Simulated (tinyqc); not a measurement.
Bandgap voltage reference from two bipolar transistors: effect of the temperature coefficient of both resistors.

Two transistors of area 1 and N carry the same current I. Is(T) = Is (T/T0)^eta exp[(Vg0 q/kB)(1/T0 - 1/T)], VBE1 = Vt ln(I/Is(T)) + I rb, VBE2 = Vt ln(I/(N Is(T))) + I rb/N. The amplifier forces I R1(T) = VBE1 - VBE2 + Vos, with R(T) = R (1 + tc (T - T0)) for both resistors, and the output is Vref = VBE1 + I R2(T). Base currents and the Early effect are neglected.

Vt = kB T/q; I = (Vt ln N + Vos)/(R1(T) - rb (1 - 1/N)). Box coefficient: span of Vref between 233 and 398 K over its average over T and over 165 K. The last column is the R2 that gives zero slope at T0.

Inputs (values chosen for the exercise); values of the order met in silicon bipolar transistors:
- T0 = 298 K (reference temperature)
- Vg0 = 1.141 V (band-gap voltage extrapolated to 0 K)
- eta = 4 (temperature exponent of the saturation current)
- Is = 3.1e-17 A (saturation current of the unit transistor at T0)
- N = 10 (area ratio of the second transistor)
- R1 = 22 kohm (resistor across which the difference of VBE falls, at T0)
- Vos = 2.1 mV (offset of the amplifier)
- rb = 0 ohm (series resistance of the unit transistor)
- R2 = 213.9 kohm (output resistor at T0)

Constants: q = 1.602176634e-19 C, kB = 1.380649e-23 J/K. Results are converted to the units shown.

Effect of the temperature coefficient of both resistors:
```
tc (ppm/K)  I at T0 (uA)  Vref at T0 (V)  slope at T0 (uV/K)  box coefficient (ppm/K)  R2 for zero slope (kohm)
-2000              2.783           1.243               63.57                    49.63                     206.9
-1000              2.783           1.243               37.89                    25.48                     209.7
0                  2.783           1.243               12.21                    13.98                     212.5
1000               2.783           1.243              -13.47                    29.57                     215.4
2000               2.783           1.243              -39.15                    46.98                     218.2
3000               2.783           1.243              -64.83                    65.53                     221.1
```

As tc goes from -2000 to 3000, Vref stays at 1.243 V and the box coefficient goes from 49.6 through a minimum of 14.0 (at tc = 0 among the rows listed) to 65.5 ppm/K.

Program tinyqc, `OMP_NUM_THREADS=1 python tinyqc.py 2062142 2062143 out.jsonl`; Intel Xeon 2.30GHz, shared host, one thread, about 0.02 s.
